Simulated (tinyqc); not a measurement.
Read current of a NAND string, cells in series solved by shooting: one step of the calculation.

Cells in series, numbered from 0 at the source line (0 V) to the bit line, each followed by a gap resistance Rg. A cell with gate Vg, threshold VT, source Vs and drain Vd passes I = 2 nf K Vt^2 [F(Vs) - F(Vd)]/(1 + th max(Vg - VT, 0)), F(V) = ln^2(1 + exp((Vg - VT - nf V)/(2 nf Vt))). The selected cell has Vg = Vr, the others Vg = Vp.

Question. Node voltages for a trial current. For a trial current I start at 0 V and, cell by cell (the selected one is cell 2), solve for the drain: sqrt(F(Vd)) = sqrt(F(Vs) - I/k), k = 2 nf K Vt^2/(1 + th max(Vg - VT, 0)), Vd = [Vg - VT - 2 nf Vt ln(exp(sqrt F) - 1)]/nf, then add I Rg.

Inputs (values chosen for the exercise); values of the order met in vertical NAND strings: temperature T = 358 K; gain factor of a cell K = 6.6 uA/V^2; slope factor nf = 2.4; mobility reduction factor th = 0.14 1/V; resistance of the gap between cells Rg = 2.3 kohm; bit-line voltage Vbl = 0.4 V; pass voltage Vp = 6.7 V; read voltage on the selected word line Vr = 3.88 V.

Constants: q = 1.602176634e-19 C, kB = 1.380649e-23 J/K, Vt = kB T/q. Results are converted to the units shown.

first trial current = 0.47 uA
thresholds from the source end, cell 0 to 5 (V): 4  4  2  4  4  -2.2

Wanted: node voltage after each cell and gap, trial 1.

Answer.

node voltage after each cell and gap, trial 1, cell 0 to 5 (V): 0.03803  0.07740  0.1337  0.1770  0.2222  0.2425

Computed by the program tinyqc: `OMP_NUM_THREADS=1 python tinyqc.py 2142038 2142039 out.jsonl`, one thread of a shared Intel Xeon 2.30GHz, about 0.7 s for the whole run.
